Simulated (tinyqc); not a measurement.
Ideality, resistance and saturation current from three points.

Problem. Well above I0 a diode obeys V = n Vt ln(I/I0) + Rs I. Find n, Rs and I0.

Values chosen for this exercise: temperature T = 300 K.

Constants: q = 1.602176634e-19 C, kB = 1.380649e-23 J/K, Vt = kB T/q. Results are converted to the units shown.

I (A): 0.00052  0.0063  0.075
V (V): 0.12704002  0.22292066  0.51960124

Solution. The equation is linear in a = n Vt, Rs and c = -a ln I0; three points give a 3 x 3 system.

n = 1.20
Rs = 3.20 ohm
I0 = 9.14e-6 A

Program tinyqc, `OMP_NUM_THREADS=1 python tinyqc.py 2640135 2640136 out.jsonl`; Intel Xeon 2.30GHz, shared host, one thread, about 0.01 s.
